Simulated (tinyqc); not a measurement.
Gupta-type many-body potential for a metal. From surface energy back to hopping xi. Computed by tinyqc, a small Python program. Command: `OMP_NUM_THREADS=1 python tinyqc.py 3024477 3024478 out.jsonl gupta inv`. One thread of a shared host (Intel(R) Xeon(R) Processor @ 2.30GHz), about 0.04 s of CPU time with the checks.

E_i = sum_j A exp(-p (r_ij/r0 - 1)) - xi rho_i^gamma, with rho_i = sum_j exp(-2 q (r_ij/r0 - 1)); gamma = 1/2 is the tight-binding second-moment form. The crystal is fcc unless stated; d is the neighbour distance and a fixed number of shells is kept.

Inputs (values chosen for the exercise, for a model metal):
```
quantity                  value      unit
repulsion A                0.17        eV
decay p                    10.7         -
decay q                    3.84         -
reference distance r0     2.749  angstrom
shells kept                   2         -
embedding exponent gamma   0.45         -
```

Surface: (100).

Constants: 1 eV/angstrom^3 = 160.2176634 GPa; 1 eV/angstrom^2 = 16.02176634 J/m^2.

Method:
- fcc shells: d sqrt(k), k = 1..5, with 12, 6, 24, 12, 24 atoms; Omega = d^3/sqrt2.
- Equilibrium: dE/dd = 0; B = d^2 E''(d)/(9 Omega).
- Cut the crystal without relaxation; an atom in layer l keeps the neighbours that lie below the surface plane. Excess = E_i + E_c. Surface energy = sum of excesses over the layers, divided by the area per surface atom: (sqrt3/2) d^2 for (111), d^2 for (100), sqrt2 d^2 for (110).

Problem. A run gave the result below. Find the hopping xi, known to lie between 1.2 and 3.2 eV.

surface energy = 0.7290583 J/m^2

Solution.

Each step takes the trial c = (a f_b - b f_a)/(f_b - f_a), f being the result less the target and a, b, c the logarithms of the listed values; c replaces end b, the old b replaces a if the sign of f changed, and otherwise f_a is halved.

Scan of the range:
```
hopping xi (eV)  surface energy (J/m^2)
1.20                            0.30713
1.41                            0.40638
1.66                            0.54002
1.96                            0.72195
2.31                            0.96307
2.72                            1.28400
3.20                            1.71112
```

False position (Illinois rule, in the logarithm of the input) inside the bracket:
```
step    end a    end b    trial  surface energy (J/m^2)
1     1.96000  2.31000  1.96952                0.728099
2     2.31000  1.96952  1.97080                0.728929
3     2.31000  1.97080  1.97115                0.729153
4     1.97080  1.97115  1.97100                0.729058
5     1.97115  1.97100  1.97100                0.729058
```

Surface energy rises at every point of a 13-point scan of the range (every second point is shown), so one value fits; it is bracketed by 1.96 and 2.31. Answer: hopping xi = 1.971 eV.
